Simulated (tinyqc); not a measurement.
Inverse iteration on a symmetric matrix, step by step. Computed by tinyqc, a small Python program that keeps every step. Settings: method = inverse, shift = 0.94. Command: `OMP_NUM_THREADS=1 python tinyqc.py 31741 31742 out.jsonl` (the two numbers bound the seeds that draw the settings). One thread of a shared host (Intel(R) Xeon(R) Processor @ 2.60GHz), about 0.01 s of CPU time with the checks.

## Step 1

A, lower triangle:
```
,1,2,3,4
1,0.015000
2,-0.115000,0.473000
3,-0.073000,-0.094000,0.712000
4,-0.311000,0.264000,-0.295000,1.097000
```

vector v at the start: 0.500000  0.500000  0.500000  0.500000

shift = 0.940000

solve (A - shift) w = v; v' = w/|w| with its largest component positive (the first on a tie); lambda = v'^T A v'.

vector after step 1: 0.163758  0.300431  0.939558  -0.012455

Rayleigh quotient after step 1 = 0.591147

## Step 2

As before.

vector after step 2: -0.199664  0.379622  0.778810  0.457685

Rayleigh quotient after step 2 = 0.653246

## Step 3

As before.

vector after step 3: -0.207323  0.188436  0.953136  0.114194

Rayleigh quotient after step 3 = 0.644516

## Course of the iteration

Stop when the residual |A v - lambda v| is below 1e-9.

Steps:
```
step,lambda,residual
1,0.59114744,3.60e-01
2,0.65324584,2.10e-01
3,0.64451593,1.37e-01
4,0.63495993,9.37e-02
5,0.62965179,6.46e-02
6,0.62699059,4.46e-02
7,0.62569464,3.07e-02
8,0.62507083,2.11e-02
9,0.62477231,1.46e-02
10,0.62462993,1.00e-02
11,0.62456215,6.90e-03
12,0.62452992,4.75e-03
13,0.62451461,3.27e-03
14,0.62450734,2.26e-03
15,0.62450389,1.55e-03
16,0.62450226,1.07e-03
17,0.62450148,7.37e-04
18,0.62450111,5.07e-04
19,0.62450094,3.50e-04
20,0.62450085,2.41e-04
21,0.62450081,1.66e-04
22,0.62450079,1.14e-04
23,0.62450079,7.87e-05
24,0.62450078,5.42e-05
25,0.62450078,3.73e-05
26,0.62450078,2.57e-05
27,0.62450078,1.77e-05
28,0.62450078,1.22e-05
29,0.62450078,8.40e-06
30,0.62450078,5.78e-06
```

all eigenvalues, for comparison: -0.101243  0.375677  0.624501  1.398065

Not converged in 30 steps: the residual falls only by the ratio of the two smallest distances of eigenvalues from the shift, 0.69 a step.
